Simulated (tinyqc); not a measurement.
# Changing the temperature T

Model: classical Heisenberg spin chain: exact results, Metropolis, heat-bath and over-relaxation steps, and a Monte Carlo run. Computed by tinyqc, a small Python program. Command: `OMP_NUM_THREADS=1 python tinyqc.py 3130460 3130461 out.jsonl heismc sweep`. One thread of a shared host (Intel(R) Xeon(R) Processor @ 2.30GHz), about 0.01 s of CPU time with the checks.

E = -J sum_i s_i . s_(i+1) for unit vectors s_i on an open chain; K = J/(k_B T).

Inputs (values chosen for the exercise, for a model chain of large moments): coupling J = 35 meV; moment mu = 2.1 mu_B.

Constants: k_B = 8.617333262e-05 eV/K; mu_B = 5.7883818060e-05 eV/T.

Method. Each bond angle is independent, so u = <s_i . s_(i+1)> = coth K - 1/K, <s_i . s_(i+n)> = u^n, correlation length xi = -1/ln|u|, energy per bond -J u, heat capacity per bond c/k_B = 1 - K^2/sinh^2 K, and for the long chain chi = mu^2 (1 + u)/(3 k_B T (1 - u)) per spin.

One run for each value:
```
temperature T (K)  chi (mu_B/T per spin)  xi (sites)  heat capacity (k_B/bond)        u
21.0                          1.7718e+00      18.836                    1.0000  0.94830
36.2                          5.8481e-01      10.712                    1.0000  0.91087
62.3                          1.9081e-01       6.006                    0.9996  0.84662
107.0                         6.1100e-02       3.285                    0.9709  0.73757
185.0                         1.9465e-02       1.777                    0.7551  0.56960
318.0                         7.0031e-03       1.049                    0.4037  0.38563
548.0                         2.9303e-03       0.698                    0.1646  0.23846
944.0                         1.3913e-03       0.512                    0.0595  0.14168
1630.0                        7.1503e-04       0.401                    0.0204  0.08272
2800.0                        3.8843e-04       0.330                    0.0070  0.04828
```

Describe and explain the trends.

Over the rows, chi (mu_B/T per spin) falls from 1.77 to 3.88e-4 (exponent d ln y / d ln x -2.0 between the first rows and -1.1 between the last); xi (sites) falls from 18.8 to 0.330 (exponent d ln y / d ln x -1.0 between the first rows and -0.36 between the last); heat capacity (k_B/bond) falls from 1.00 to 0.00698. At the low end the exponent of chi is -2.04, close to -2: chi goes as xi/T with xi as 1/T. At the low end the exponent of xi is -1.04, close to -1: xi grows as K.
